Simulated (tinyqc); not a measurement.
Changing the bath temperature T2: precursor delivery by bubblers, mass-transport growth and the solid composition of a III-V alloy. Computed by tinyqc, a small Python program. Command: `OMP_NUM_THREADS=1 python tinyqc.py 3029071 3029072 out.jsonl movpe_thermo sweep`. One thread of a shared host (Intel(R) Xeon(R) Processor @ 2.30GHz), about 0.01 s of CPU time with the checks.

1 sccm = 44.615 micromol/min; 1 torr = 133.322 Pa. The sources decompose fully at the surface.

Inputs (values chosen for the exercise, modelled on trimethylgallium (source 1) and trimethylindium (source 2) for the vapour pressures):
```
quantity                                                                                                  value        unit
bath temperature T1                                                                                         279           K
bubbler pressure p_b                                                                                       1000        torr
carrier flow F1                                                                                              16        sccm
carrier flow F2                                                                                             300        sccm
total flow F_t                                                                                              9.2         slm
group-V flow F_V                                                                                             22        sccm
reactor pressure p                                                                                           40        torr
growth temperature T                                                                                        830           K
diffusivity at 273 K and 760 torr                                                                          0.47      cm^2/s
flow cross-section A                                                                                         75        cm^2
distance from the leading edge z                                                                            8.1          cm
lattice constant a                                                                                         5.66    angstrom
interaction L0 of the solid                                                                                8.14      kJ/mol
log10 of p_B,eq over pure BC at 1000 K and 1 torr of group V (exaggerated: liquid indium has about -4.1)   -1.7  log10 torr
enthalpy of that equilibrium H                                                                              285      kJ/mol
```

Alloy: mixing on the group-III sites, with desorption of B.

constants a, b of source 1 (log10 torr, K): 8.1  1703

constants a, b of source 2 (log10 torr, K): 10.56  3014

Constants: k_B = 1.380649e-23 J/K; R = 8.314462618 J/(mol K).

Method:
- log10 p_v = a - b/T_bath; molar flow = F x 44.615 x p_v/(p_b - p_v) for a saturated bubbler.
- p_i = p n_i/(44615 F_t), F_t in slm; p_V = p F_V/(1000 F_t), counted per molecule supplied; V/III = 44.615 F_V/(n1 + n2); vapour fraction of source 2 = n2/(n1 + n2).
- Mean velocity u = (F_t/A)(760/p)(T/273); D = D0 (T/273)^1.75 (760/p); boundary layer delta = sqrt(pi D z/u); flux = D dp/(delta k_B T); growth rate = flux x a^3/4.
- A sticks fully. B desorbs: its surface pressure is p_B* = x gamma_B K/sqrt(p_V), ln gamma_B = L0 (1 - x)^2/(R T), K = 10^(log10 K at 1000 K) exp[-(H/R)(1/T - 1/1000)], p_V in torr. With equal diffusivities x = (p_2 - p_B*)/(p_1 + p_2 - p_B*). Growth rate = rate per torr x p_1/(1 - x).

One run for each value; columns: (1) bath temperature T2 (K); (2) vapour pressure 2 (torr); (3) molar flow 2 (micromol/min); (4) vapour fraction of source 2; (5) solid fraction x:
```
(1)     (2)     (3)      (4)      (5)
277  0.4777    6.40  0.07533  0.07402
282  0.7448    9.98  0.11273  0.11106
287  1.1436   15.32  0.16329  0.16133
292  1.7301   23.20  0.22806  0.22600
297  2.5814   34.64  0.30611  0.30416
302  3.8007   51.07  0.39407  0.39238
307  5.5260   74.37  0.48644  0.48512
312  7.9386  107.10  0.57700  0.57603
```

Over the rows, vapour pressure 2 (torr) rises from 0.478 to 7.94 (exponent d ln y / d ln x 25 between the first rows and 22 between the last); molar flow 2 (micromol/min) rises from 6.40 to 107 (exponent d ln y / d ln x 25 between the first rows and 23 between the last); vapour fraction of source 2 rises from 0.0753 to 0.577 (exponent d ln y / d ln x 23 between the first rows and 11 between the last).

Caution (all rows): so low a V/III ratio is near the limit of smooth growth. Caution (all rows): the boundary layer is a quarter or more of the root of the cross-section, so it fills much of the channel and depletion along the flow matters.

Extremes, crossings and ranges named in words are read from the listed rows.
